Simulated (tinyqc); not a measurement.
From results back to parameters: one-oscillator model of a band gap. Four cases, with inputs chosen for the exercise.

Problem. A gap follows E(T) = E0 - s1 t1/(exp(t1/T) - 1) with the zero-point term ZP = s1 t1/2, which scales as M^(-1/2). The shift of E0 on going from M to M + dM and the limiting slope at high T are given.

Find: sqrt(M/(M + dM)); ZP; t1.

Method. The shift is ZP (1 - sqrt(M/(M + dM))); then t1 = 2 ZP/s1.

Case 1.

Values chosen (out of a larger set: near those of Ge; not measured data): M = 72.7 u (mean atomic mass); dM = 2.58 u (change of the mean mass (not bounded by the natural isotopes)).

shift of E0 = 0.741882 meV
limiting slope s1 = 0.403 meV/K

Solution.

sqrt(M/(M + dM)) = 0.982715
ZP = 42.92 meV
t1 = 213 K

Case 2.

Values chosen (out of a larger set: near those of SiC; not measured data): M = 20.08 u (mean atomic mass); dM = -1.7 u (change of the mean mass (not bounded by the natural isotopes)).

shift of E0 = -9.786716 meV
limiting slope s1 = 0.539 meV/K

Solution.

sqrt(M/(M + dM)) = 1.045223
ZP = 216.41 meV
t1 = 803 K

Case 3.

Values chosen (out of a larger set: near those of GaP; not measured data): M = 50.27 u (mean atomic mass); dM = 1.29 u (change of the mean mass (not bounded by the natural isotopes)).

shift of E0 = 0.849753 meV
limiting slope s1 = 0.450 meV/K

Solution.

sqrt(M/(M + dM)) = 0.987411
ZP = 67.50 meV
t1 = 300 K

Case 4.

Values chosen (out of a larger set: near those of SiC; not measured data): M = 20.04 u (mean atomic mass); dM = -1.04 u (change of the mean mass (not bounded by the natural isotopes)).

shift of E0 = -3.953683 meV
limiting slope s1 = 0.498 meV/K

Solution.

sqrt(M/(M + dM)) = 1.027004
ZP = 146.41 meV
t1 = 588 K

Computed by tinyqc, one run a case: `OMP_NUM_THREADS=1 python tinyqc.py N N+1 out.jsonl` with N = 1850018, 1850024, 1850053, 1850071; one thread of a shared Intel(R) Xeon(R) Processor @ 2.30GHz, about 0.01 s a run at most.
